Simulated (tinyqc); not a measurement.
## Gate sheet resistance from two finger widths

Inverse problem. At low frequency R = Rsh Wf/(3 L) + B/Wf, where B collects the channel and vertical terms. Find Rsh, B and the width of lowest R.

Values chosen for this exercise: channel length L = 0.63 um.

input resistance of single fingers, contacted at one end, of width 0.97 and 7.6 um (ohm): [342.82365, 63.928989]

Solution. R Wf is a straight line in Wf^2; the minimum of R lies where both terms are equal.

Rsh = 5.100 ohm/square
B = 330.0 ohm um
width of lowest R = 11.06 um

Computed by the program tinyqc: `OMP_NUM_THREADS=1 python tinyqc.py 2262045 2262046 out.jsonl`, one thread of a shared Intel Xeon 2.30GHz, about 0.01 s for the whole run.
